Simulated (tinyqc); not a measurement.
Hot carriers by balance equations with a heated Maxwellian: one step, computed by the program tinyqc. Command: `OMP_NUM_THREADS=1 python tinyqc.py 3013064 3013065 out.jsonl hot walk`. One thread of a shared host (Intel(R) Xeon(R) Processor @ 2.30GHz), about 0.01 s of CPU time with the checks.

The carriers follow a Maxwellian at an electron temperature T_e, slightly displaced; the drift energy is neglected against k_B T_e. The balance averages the rate, not the time, so mu_0 lies below the relaxation-time value.

Task: Equilibrium values. Parabolic band: E = hbar^2 k^2/(2 m), speed v = hbar k/m, states per spin, volume and energy g(E) = m k/(2 pi^2 hbar^2). Masses are multiplied by m_0 and all formulas are in SI units. Phonon occupation N_q = 1/(exp(hbar w/(k_B T)) - 1). Acoustic deformation potential (elastic, equipartition, absorption and emission together): 1/tau = 2 pi k_B T D_A^2 g(E)/(hbar rho v_l^2). Optical or intervalley deformation potential: 1/tau = (pi Z_f D_o^2/(rho w)) [N_q g(E + hbar w) + (N_q + 1) g(E - hbar w)], with g = 0 below the band edge. Averages over the Maxwellian, <y> = int y x^(1/2) exp(-x) dx / int x^(1/2) exp(-x) dx with x = E/(k_B T_e), split at x_0 = hbar w/(k_B T_e): 64 Gauss-Legendre points in sqrt(x) below it and 128 in sqrt(x - x_0) above it, up to x = 32. Momentum balance: mu(T_e) = e/(m nu), nu = <x (sum of rates)>/<x>. Power lost per carrier: P(T_e) = hbar w <emission rate - absorption rate> + <(2 m v_l^2/(k_B T)) (E - 2 k_B T) acoustic rate>. Energy relaxation time at weak heating: tau_E = (3/2) k_B / (dP/dT_e), the derivative by a central difference of +/- 0.5 K at T_e = T.

Inputs (values chosen for the exercise, modelled on electrons in diamond):
```
quantity                                          value       unit
effective mass m                                  0.503        m_0
density rho                                        3515     kg/m^3
sound velocity v_l                                18000        m/s
acoustic deformation potential D_A                  8.2         eV
phonon energy hbar w                                144        meV
optical or intervalley deformation potential D_o      7  1e8 eV/cm
final valleys Z_f                                     5          -
lattice temperature T                               250          K
```

Band: parabolic. Solver: damped fixed point.

Constants: k_B = 8.617333262e-05 eV/K; k_B = 1.380649e-23 J/K; e = 1.602176634e-19 C; hbar = 1.054571817e-34 J s; m_0 = 9.1093837015e-31 kg; hbar = 6.582119569e-16 eV s.

Give: low-field mobility mu_0; energy relaxation time tau_E.

Result:

low-field mobility mu_0 = 5935.2 cm^2/(V s)

energy relaxation time tau_E = 2.8632 ps

Energy and momentum relax at comparable rates here.
